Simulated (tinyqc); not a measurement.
Changing the J1: polytypes and stacking faults of a tetrahedral semiconductor in an axial Ising model with couplings up to third neighbours. Computed by tinyqc, a small Python program. Command: `OMP_NUM_THREADS=1 python tinyqc.py 3030982 3030983 out.jsonl polytype sweep`. One thread of a shared host (Intel(R) Xeon(R) Processor @ 2.30GHz), about 0.02 s of CPU time with the checks.

Each double layer has s = +1 or -1 for the sense of its stacking step; E per pair of atoms = E0 - sum_n J_n <s_i s_(i+n)>, n = 1, 2, 3. Hexagonality h = (1 - <s_i s_(i+1)>)/2.

Inputs (values chosen for the exercise, of the order of those of GaN for J, a, G and the gaps):
```
quantity                   value      unit
J2                        -0.403  meV/pair
J3                          0.12  meV/pair
basal lattice constant a    3.19  angstrom
shear modulus G              118       GPa
Poisson ratio nu            0.25         -
gap of 3C                    3.3        eV
gap of 4H                    3.4        eV
```

Host polytype: 2H.

correlations of the repeat units 3C (+), 2H (+-), 4H (++--), 6H (+++---), 15R (+++--), 8H (++++----), 21R (++++---), 9R (++-):
```
         n = 1      n = 2      n = 3
3C    1.000000   1.000000   1.000000
2H   -1.000000   1.000000  -1.000000
4H    0.000000  -1.000000   0.000000
6H    0.333333  -0.333333  -1.000000
15R   0.200000  -0.600000  -0.600000
8H    0.500000   0.000000  -0.500000
21R   0.428571  -0.142857  -0.714286
9R   -0.333333  -0.333333   1.000000
```

fault coefficients k_n:
```
    J1  J2  J3
I1  -2   4  -6
I2  -4   4  -4
E   -6   4  -6
```

Constants: 1 eV/angstrom^2 = 16.02176634 J/m^2.

Method:
- E - E(3C) = sum_n J_n (1 - C_n), C_n = <s_i s_(i+n)>. The gap is taken linear in h between 3C (h = 0) and 4H (h = 1/2), a rough rule, with a dash beyond.
- Faults in 2H: the sequences I1 (+), I2 (++), E (+++) are put between perfect repeats; k_n = (layers x C_n of the host) - sum_i s_i s_(i+n). gamma = sum k_n J_n/A, A = (sqrt 3/2) a^2; 1 meV/angstrom^2 = 16.02177 mJ/m^2.
- Screw line, bounded by the I2 fault of energy gamma: b = a, partials b_p = a/sqrt 3; d = G b_p^2 (2 - 3 nu)/(8 pi gamma (1 - nu)). One partial is driven off by the shear stress gamma/b_p along its Burgers vector.

One run for each value; columns: (1) J1 (meV/pair); (2) E(2H) - E(3C) (meV/pair); (3) E(4H) - E(3C) (meV/pair); (4) E(6H) - E(3C) (meV/pair); (5) energy of the glide fault, I2 (mJ/m^2); (6) splitting width d (nm):
```
(1)       (2)     (3)      (4)     (5)     (6)
-6.95  -13.66  -7.636  -4.9307  46.738   5.679
-6.49  -12.74  -7.176  -4.6240  43.392   6.117
-6.04  -11.84  -6.726  -4.3240  40.120   6.616
-5.59  -10.94  -6.276  -4.0240  36.848   7.203
-5.14  -10.04  -5.826  -3.7240  33.575   7.906
-4.69   -9.14  -5.376  -3.4240  30.303   8.759
-4.24   -8.24  -4.926  -3.1240  27.030   9.820
-3.79   -7.34  -4.476  -2.8240  23.758  11.172
-3.33   -6.42  -4.016  -2.5173  20.413  13.003
```

Over the rows, E(2H) - E(3C) (meV/pair) rises from -13.7 to -6.42; E(4H) - E(3C) (meV/pair) rises from -7.64 to -4.02; E(6H) - E(3C) (meV/pair) rises from -4.93 to -2.52. All energies are linear in J1, with slopes 2, 1 and 2/3 for 2H, 4H and 6H: twice the hexagonality.

Extremes, crossings and ranges named in words are read from the listed rows.
